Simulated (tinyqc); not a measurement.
Straight dislocations in isotropic elasticity: fields, energies, partials, Peierls stress and walls: one step, computed by the program tinyqc.

The line runs along z, the glide plane is y = 0, and beta is the angle between b and the line (0 screw, 90 degrees edge): b_e = b sin(beta) along +x with the extra half plane at y > 0, b_s = b cos(beta). Stress is positive in tension.

Task: Strength from dislocations. Frank-Read source, averaged over the loop: tau = G b/(2 pi l) [(1 - nu/2)/(1 - nu)] ln(l/r0). Taylor hardening: tau = 0.3 G b sqrt(rho).

Inputs (values chosen for the exercise, for a model fcc or diamond crystal):

| quantity | value | unit |
|---|---|---|
| shear modulus G | 77.9 | GPa |
| Poisson ratio nu | 0.319 | - |
| Burgers vector b | 2.344 | angstrom |
| dislocation density rho | 3.4e+11 | 1/m^2 |
| core radius r0/b | 0.5 | - |
| source length l | 43 | nm |

Give: Frank-Read stress; Taylor stress.

Result:

Frank-Read stress = 492.6 MPa

Taylor stress = 3.194 MPa
